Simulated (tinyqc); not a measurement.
One level coupled to a phonon between two leads, self-consistent Born approximation: two steps of the calculation.

Wide-band leads with mu_L = +V/2 and mu_R = -V/2; phonons in equilibrium, Nq = 1/(exp(w0/kB T) - 1). Scattering links only energies that differ by w0, so a ladder E_k = E1 + k w0 closes on itself; terms that reach past its ends are dropped. Gn and Gp are the electron and hole parts of the spectral function A = Gn + Gp.

Parameters, values chosen for the exercise: temperature of leads and phonons T = 150 K; phonon energy w0 = 50 meV; level ed = -23 meV; coupling to the left lead GL = 22 meV; coupling to the right lead GR = 34 meV; bias V = 40 mV; rungs of the ladder shown nr = 5; lowest rung E1 = -57 meV.

Constants: q = 1.602176634e-19 C, kB = 1.380649e-23 J/K, Vt = kB T/q. Results are converted to the units shown.

Problem 1. The ladder and the first Green functions. |G|^2 = 1/[(E - ed)^2 + (GL + GR + Sin + Sout)^2/4], Gn = |G|^2 (GL fL + GR fR + Sin), Gp = |G|^2 (GL (1 - fL) + GR (1 - fR) + Sout), f = 1/(1 + exp((E - mu)/kB T)). On a single ladder the real part of the phonon self-energy, which needs all energies, is left out. At the start Sin = Sout = 0.

Wanted: E; fL; fR; Gn; Gp; Nq.

Solution 1.

```
rung  E (meV)        fL        fR  Gn (1/meV)  Gp (1/meV)
0         -57    0.9974    0.9460     0.02789    9.764e-4
1          -7    0.8898    0.2678     0.02758     0.02627
2          43    0.1444  0.007586    6.682e-4     0.01023
3          93  0.003514  1.597e-4    5.810e-6    0.003927
4         143  7.368e-5  3.338e-6    6.120e-8    0.001976
```

Nq = 0.02134

Problem 2. Green functions. 

```
rung  E (meV)     Sin (meV)  Sout (meV)
0         -57     6.3054099  0.12549691
1          -7    0.29022123  0.27070903
2          43    0.13314171   6.0251968
3          93  0.0032332523   2.5404499
4         143  2.8849619e-5  0.93601943
```

Find: Gn after iteration 2; Gp after iteration 2.

Solution 2.

```
rung  Gn after iteration 2 (1/meV)  Gp after iteration 2 (1/meV)
0                         0.028357                     9.4803e-4
1                         0.027441                      0.026131
2                        6.7033e-4                      0.011009
3                        6.0063e-6                     0.0040843
4                        6.2161e-8                     0.0020071
```

Range of the model: The self-consistent Born approximation keeps only non-crossing phonon lines and no Hartree shift; it is rough once the coupling nears the phonon energy.

Numbers from tinyqc (`OMP_NUM_THREADS=1 python tinyqc.py 2720118 2720119 out.jsonl`; about 0.06 s on one thread of a shared Intel Xeon 2.30GHz).
